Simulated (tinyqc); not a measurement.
Worked calculation: Pariser-Parr-Pople SCF with singles CI, for the molecule c1ccc2[nH]ccc2c1 (SMILES; centres numbered as the heavy atoms are written). One step of it, computed by the program tinyqc.

Problem. Iteration 1: Fock matrix. F_rr = H_rr + P_rr gamma_rr / 2 + sum_(s != r) P_ss gamma_rs; F_rs = H_rs - P_rs gamma_rs / 2; E = tr P (H + F) / 2 + core repulsion sum_(r<s) z_r z_s gamma_rs.

P at the start:
```
           1C         2C         3C         4C         5N         6C         7C         8C
1C   1.057486   0.597561  -0.050070  -0.228954   0.131911   0.112255  -0.166323  -0.074223
2C   0.597561   1.057854   0.721063  -0.074716  -0.173326   0.117995   0.125030  -0.227857
3C  -0.050070   0.721063   1.033208   0.559170  -0.091213  -0.150215   0.056461   0.074099
4C  -0.228954  -0.074716   0.559170   1.096249   0.557893  -0.147307  -0.201146   0.491033
5N   0.131911  -0.173326  -0.091213   0.557893   1.272020   0.652035  -0.290871  -0.212600
6C   0.112255   0.117995  -0.150215  -0.147307   0.652035   1.110011   0.668448  -0.139459
7C  -0.166323   0.125030   0.056461  -0.201146  -0.290871   0.668448   1.244078   0.560790
8C  -0.074223  -0.227857   0.074099   0.491033  -0.212600  -0.139459   0.560790   1.095393
9C   0.722160  -0.050438  -0.352455   0.074468   0.063586  -0.160273  -0.086998   0.554740

           9C
1C   0.722160
2C  -0.050438
3C  -0.352455
4C   0.074468
5N   0.063586
6C  -0.160273
7C  -0.086998
8C   0.554740
9C   1.033700
```

core matrix H (eV):
```
            1C          2C          3C          4C          5N          6C          7C          8C
1C  -43.904731   -2.180000    0.000000    0.000000    0.000000    0.000000    0.000000    0.000000
2C   -2.180000  -44.155711   -2.180000    0.000000    0.000000    0.000000    0.000000    0.000000
3C    0.000000   -2.180000  -47.000718   -2.180000    0.000000    0.000000    0.000000    0.000000
4C    0.000000    0.000000   -2.180000  -53.048595   -2.050000    0.000000    0.000000   -2.180000
5N    0.000000    0.000000    0.000000   -2.050000  -59.063020   -2.050000    0.000000    0.000000
6C    0.000000    0.000000    0.000000    0.000000   -2.050000  -47.136379   -2.180000    0.000000
7C    0.000000    0.000000    0.000000    0.000000    0.000000   -2.180000  -46.784730   -2.180000
8C    0.000000    0.000000    0.000000   -2.180000    0.000000    0.000000   -2.180000  -51.239597
9C   -2.180000    0.000000    0.000000    0.000000    0.000000    0.000000    0.000000   -2.180000

            9C
1C   -2.180000
2C    0.000000
3C    0.000000
4C    0.000000
5N    0.000000
6C    0.000000
7C    0.000000
8C   -2.180000
9C  -45.998724
```

repulsion gamma_rs (eV):
```
           1C         2C         3C         4C         5N         6C         7C         8C
1C  11.130000   5.345539   3.871994   3.517359   2.763090   2.429924   2.837012   3.872154
2C   5.345539  11.130000   5.344569   3.872154   2.991827   2.429924   2.630518   3.517359
3C   3.871994   5.344569  11.130000   5.346287   4.012053   2.915316   2.948476   3.872515
4C   3.517359   3.872154   5.346287  11.130000   5.921551   4.046371   4.045268   5.345539
5N   2.763090   2.991827   4.012053   5.921551  16.800000   5.923586   4.367335   4.367523
6C   2.429924   2.429924   2.915316   4.046371   5.923586  11.130000   5.345983   4.046371
7C   2.837012   2.630518   2.948476   4.045268   4.367335   5.345983  11.130000   5.344325
8C   3.872154   3.517359   3.872515   5.345539   4.367523   4.046371   5.344325  11.130000
9C   5.344569   3.871994   3.517455   3.872515   3.116055   2.915316   3.738477   5.346287

           9C
1C   5.344569
2C   3.871994
3C   3.517455
4C   3.872515
5N   3.116055
6C   2.915316
7C   3.738477
8C   5.346287
9C  11.130000
```

Centres (angstrom, eV; a flat drawing with bonds scaled to 1.40 angstrom):
```
centre          x          y  core charge z          W   gamma_rr
1C       2.152000  -0.700000              1  11.160000  11.130000
2C       2.152000   0.700000              1  11.160000  11.130000
3C       0.939000   1.400000              1  11.160000  11.130000
4C      -0.273000   0.700000              1  11.160000  11.130000
5N      -1.605000   1.133000              2  25.600000  16.800000
6C      -2.427000   0.000000              1  11.160000  11.130000
7C      -1.605000  -1.133000              1  11.160000  11.130000
8C      -0.273000  -0.700000              1  11.160000  11.130000
9C       0.939000  -1.400000              1  11.160000  11.130000
```

Give: F; pi energy.

Solution.

F (eV):
```
        1C      2C      3C      4C       5N      6C      7C      8C
1C  -5.001  -3.777   0.097   0.403   -0.182  -0.136   0.236   0.144
2C  -3.777  -5.218  -4.107   0.145    0.259  -0.143  -0.164   0.401
3C   0.097  -4.107  -5.756  -3.675    0.183   0.219  -0.083  -0.143
4C   0.403   0.145  -3.675  -6.693   -3.702   0.298   0.407  -3.492
5N  -0.182   0.259   0.183  -3.702  -11.641  -3.981   0.635   0.464
6C  -0.136  -0.143   0.219   0.298   -3.981  -6.739  -3.967   0.282
7C   0.236  -0.164  -0.083   0.407    0.635  -3.967  -5.390  -3.679
8C   0.144   0.401  -0.143  -3.492    0.464   0.282  -3.679  -5.245
9C  -4.110   0.098   0.620  -0.144   -0.099   0.234   0.163  -3.663

        9C
1C  -4.110
2C   0.098
3C   0.620
4C  -0.144
5N  -0.099
6C   0.234
7C   0.163
8C  -3.663
9C  -4.912
```

pi energy = -135.738 eV
